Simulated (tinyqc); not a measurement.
Hot carriers by balance equations with a heated Maxwellian. Changing the optical or intervalley deformation potential D_o. Computed by tinyqc, a small Python program. Command: `OMP_NUM_THREADS=1 python tinyqc.py 3017825 3017826 out.jsonl hot sweep`. One thread of a shared host (Intel(R) Xeon(R) Processor @ 2.30GHz), about 0.08 s of CPU time with the checks.

The carriers follow a Maxwellian at an electron temperature T_e, slightly displaced; the drift energy is neglected against k_B T_e. The balance averages the rate, not the time, so mu_0 lies below the relaxation-time value.

Inputs (values chosen for the exercise, modelled on holes in silicon):
```
quantity                            value    unit
effective mass m                    0.498     m_0
density rho                          2329  kg/m^3
sound velocity v_l                   9230     m/s
acoustic deformation potential D_A    5.8      eV
phonon energy hbar w                 63.1     meV
final valleys Z_f                       1       -
lattice temperature T                 500       K
electric field F                      4.8   kV/cm
mixing                                0.3       -
iteration cap                         300       -
```

Band: parabolic. Solver: damped fixed point.

Constants: k_B = 8.617333262e-05 eV/K; k_B = 1.380649e-23 J/K; e = 1.602176634e-19 C; hbar = 1.054571817e-34 J s; m_0 = 9.1093837015e-31 kg; hbar = 6.582119569e-16 eV s.

Method:
- Parabolic band: E = hbar^2 k^2/(2 m), speed v = hbar k/m, states per spin, volume and energy g(E) = m k/(2 pi^2 hbar^2). Masses are multiplied by m_0 and all formulas are in SI units.
- Phonon occupation N_q = 1/(exp(hbar w/(k_B T)) - 1).
- Acoustic deformation potential (elastic, equipartition, absorption and emission together): 1/tau = 2 pi k_B T D_A^2 g(E)/(hbar rho v_l^2).
- Optical or intervalley deformation potential: 1/tau = (pi Z_f D_o^2/(rho w)) [N_q g(E + hbar w) + (N_q + 1) g(E - hbar w)], with g = 0 below the band edge.
- Averages over the Maxwellian, <y> = int y x^(1/2) exp(-x) dx / int x^(1/2) exp(-x) dx with x = E/(k_B T_e), split at x_0 = hbar w/(k_B T_e): 64 Gauss-Legendre points in sqrt(x) below it and 128 in sqrt(x - x_0) above it, up to x = 32. Momentum balance: mu(T_e) = e/(m nu), nu = <x (sum of rates)>/<x>. Power lost per carrier: P(T_e) = hbar w <emission rate - absorption rate> + <(2 m v_l^2/(k_B T)) (E - 2 k_B T) acoustic rate>.
- Energy relaxation time at weak heating: tau_E = (3/2) k_B / (dP/dT_e), the derivative by a central difference of +/- 0.5 K at T_e = T.
- Fixed point: T_out = T + (T_e - T) e mu(T_e) F^2/P(T_e), T_new = T_e + mixing (T_out - T_e).
- Start at T_e = 1.5 T; stop when T_e moves by less than 1e-6 K or exceeds 1e6 K.
- v = mu(T_e) F; warm-carrier coefficient (mu/mu_0 - 1)/F^2.

One run for each value; columns: (1) optical or intervalley deformation potential D_o (1e8 eV/cm); (2) drift velocity (1e7 cm/s); (3) electron temperature T_e (K); (4) energy relaxation time tau_E (ps); (5) low-field mobility mu_0 (cm^2/(V s)):
```
(1)       (2)     (3)     (4)     (5)
1.0   0.24249  1323.2  11.431  827.07
1.5   0.25369  1131.5   7.227  805.00
2.2   0.26648   906.7   4.101  762.82
3.2   0.26847   718.1   2.157  687.68
4.7   0.24280   596.0   1.057  565.47
6.9   0.18697   535.1   0.504  408.94
10.0  0.12299   511.1   0.243  260.77
15.0  0.06682   502.7   0.109  139.86
```

Describe the trends.

Over the rows, drift velocity (1e7 cm/s) goes from 0.242 through a maximum among these rows, 0.268 at 3.20, to 0.0668; electron temperature T_e (K) falls from 1320 to 503 (exponent d ln y / d ln x -0.39 between the first rows and -0.041 between the last); energy relaxation time tau_E (ps) falls from 11.4 to 0.109 (exponent d ln y / d ln x -1.1 between the first rows and -2.0 between the last).

Caution (rows 15.0): the drift energy m v^2/2 is not small against the heating (3/2) k_B (T_e - T), so T_e - T is rough.

Extremes, crossings and ranges named in words are read from the listed rows.
